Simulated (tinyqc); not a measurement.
From results back to parameters: smearing for a one-band metal on the fcc lattice. Three cases, with inputs chosen for the exercise.

Problem. With Gaussian smearing, f = erfc(x)/2, s = exp(-x^2)/(2 sqrt(pi)), x = (E_k - mu)/sigma and free energy F = E - sigma S, small widths give F(sigma) = E0 - D sigma^2/4, where D is the density of states at the Fermi level (both spins, per cell). F at two widths was computed from hidden E0 and D.

Find: D; E0.

Method. D = 4 (F(s1) - F(s2))/(s2^2 - s1^2); E0 = F(s1) + D s1^2/4.

Case 1.

Values chosen: s1 = 0.039 eV; s2 = 0.078 eV.
F(s1) = -0.5329578 eV
F(s2) = -0.5349313 eV

Solution.

D = 1.730 1/eV
E0 = -0.5323 eV

Case 2.

Values chosen: s1 = 0.041 eV; s2 = 0.082 eV.
F(s1) = -1.1113539 eV
F(s2) = -1.1136157 eV

Solution.

D = 1.794 1/eV
E0 = -1.1106 eV

Case 3.

Values chosen: s1 = 0.06 eV; s2 = 0.12 eV.
F(s1) = -1.3156931 eV
F(s2) = -1.3174724 eV

Solution.

D = 0.659 1/eV
E0 = -1.3151 eV

Computed by tinyqc, one run a case: `OMP_NUM_THREADS=1 python tinyqc.py N N+1 out.jsonl` with N = 1650181, 1650220, 1650255; one thread of a shared Intel(R) Xeon(R) Processor @ 2.30GHz, about 0.3 s a run at most.
